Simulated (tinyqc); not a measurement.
From results back to parameters: band gaps under pressure and temperature from deformation potentials. Three cases, with inputs chosen for the exercise.

Problem. A gap falls from its value at 0 K by aV T^2/(T + bV). The falls at two temperatures are given.

Case 1.

Values chosen (out of a larger set: near those of AlAs, the X and L potentials typical of such crystals; not measured data): T12 = (150, 400) K (two temperatures).

falls at the two temperatures (meV): 28.497791  148.116254

Case 2.

Values chosen (out of a larger set: near those of GaP, the X and L potentials typical of such crystals; not measured data): T12 = (150, 500) K (two temperatures).

falls at the two temperatures (meV): 24.545455  161.214953

Case 3.

Values chosen (out of a larger set: near those of InAs, the X and L potentials typical of such crystals; not measured data): T12 = (300, 400) K (two temperatures).

falls at the two temperatures (meV): 60.076142  85.182186

Find: T^2/fall; aV; bV.

Solution. T^2/fall = (T + bV)/aV is a straight line in T with slope 1/aV and intercept bV/aV.

Case 1.

T^2/fall (K^2/meV): 789.5  1080.2

aV = 0.860 meV/K
bV = 529 K

Case 2.

T^2/fall (K^2/meV): 916.7  1550.7

aV = 0.552 meV/K
bV = 356 K

Case 3.

T^2/fall (K^2/meV): 1498.1  1878.3

aV = 0.263 meV/K
bV = 94 K

Computed by tinyqc, one run a case: `OMP_NUM_THREADS=1 python tinyqc.py N N+1 out.jsonl` with N = 1080410, 1080468, 1080510; one thread of a shared Intel(R) Xeon(R) Processor @ 2.30GHz, about 0.01 s a run at most.
